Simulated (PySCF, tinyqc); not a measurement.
CISD on RHF in the 6-31g basis, for H2, spin multiplicity 1, step by step. The lowest restricted solution is unstable here: a spin-polarised one lies 0.0027 hartree lower (PySCF). One step of it, computed by the program tinyqc.

Problem. Iteration 5 (converged): orbitals. Diagonalise F' = X^T F X, C = X C', fill 1 alpha and 1 beta electrons from the bottom; D = 2 C_occ C_occ^T. Each column has its largest component positive (the first on a tie).

converged F (hartree), lower triangle:
```
           1H 1s      1H 2s      2H 1s      2H 2s
1H 1s   0.149412
1H 2s  -0.373973  -0.270676
2H 1s  -0.284557  -0.333395   0.149412
2H 2s  -0.333395  -0.323362  -0.373973  -0.270676
```

X, lower triangle:
```
           1H 1s      1H 2s      2H 1s     2H 2s
1H 1s   1.253708
1H 2s  -0.501051   1.501953
2H 1s   0.017783   0.023444   1.253708
2H 2s   0.023444  -0.483328  -0.501051  1.501953
```

Give: F' = X^T F X; orbital energies; coefficients C; D after iteration 5.

Solution.

F' = X^T F X (hartree), lower triangle:
```
        1       2       3      4
1   0.618
2  -0.577   0.226
3  -0.112  -0.130   0.618
4  -0.130  -0.185  -0.577  0.226
```

orbital energies (hartree): MO1 -0.470, MO2 0.096, MO3 1.017, MO4 1.045

coefficients C:
```
         MO1     MO2     MO3     MO4
1H 1s  0.254   0.201   0.926  -0.928
1H 2s  0.385   0.933  -0.696   1.112
2H 1s  0.254  -0.201   0.926   0.928
2H 2s  0.385  -0.933  -0.696  -1.112
```

D after iteration 5, lower triangle:
```
       1H 1s  1H 2s  2H 1s  2H 2s
1H 1s  0.129
1H 2s  0.196  0.297
2H 1s  0.129  0.196  0.129
2H 2s  0.196  0.297  0.196  0.297
```
